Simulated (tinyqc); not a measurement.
# Changing the electron mass m

Model: hydrogenic impurity: series, fields, screening, photoionisation and donor-acceptor pairs. Computed by tinyqc, a small Python program. Command: `OMP_NUM_THREADS=1 python tinyqc.py 3030613 3030614 out.jsonl hydrogenic sweep`. One thread of a shared host (Intel(R) Xeon(R) Processor @ 2.30GHz), about 0.01 s of CPU time with the checks.

One isotropic, parabolic band. Effective units: Ry* and a*, in which H = -nabla^2 - 2/r.

Inputs (values chosen for the exercise, modelled on InAs): dielectric constant eps = 15.4; donor density N = 8.5e+12 cm^-3.

Parts treated: screening and pairs.

Constants: Ry = 13.605693123 eV; a_0 = 0.529177210903 angstrom; h x 1 THz = 4.135667696 meV.

Method. Ry* = Ry m/eps^2, a* = a_0 eps/m; level n is bound by Ry*/n^2; <r> = (3/2) a* in 1s; lines 1s -> np at Ry* (1 - 1/n^2); 1 THz = 4.135667696 meV. Wigner-Seitz radius r_s = (3/(4 pi N))^(1/3); Mott criterion N_c^(1/3) a* = 0.26; overlap of two 1s orbitals at distance d: S = exp(-x)(1 + x + x^2/3), x = d/a*, with d = N^(-1/3).

One run for each value:
```
electron mass m (m_0),Ry* (meV),a* (angstrom),Mott density (cm^-3),overlap S
0.0065,0.3729,1253.7,8.9186e+12,2.0075e-01
0.0097,0.5565,840.1,2.9639e+13,5.3263e-02
0.0140,0.8032,582.1,8.9112e+13,7.2979e-03
0.0210,1.2048,388.1,3.0075e+14,2.1921e-04
0.0320,1.8358,254.7,1.0642e+15,6.3261e-07
0.0470,2.6964,173.4,3.3717e+15,1.5755e-10
0.0700,4.0158,116.4,1.1139e+16,3.3322e-16
0.1000,5.7369,81.5,3.2475e+16,9.7622e-24
```

What does the table show, and why?

Over the rows, Ry* (meV) rises from 0.373 to 5.74 (exponent d ln y / d ln x about 1.0 throughout); a* (angstrom) falls from 1250 to 81.5 (exponent d ln y / d ln x about -1.00 throughout); Mott density (cm^-3) rises from 8.92e12 to 3.25e16 (exponent d ln y / d ln x about 3.0 throughout). The exponent of Ry* stays at 1: Ry* = Ry m/eps^2. The exponent of Mott density stays at 3: the Mott density goes as a*^-3.
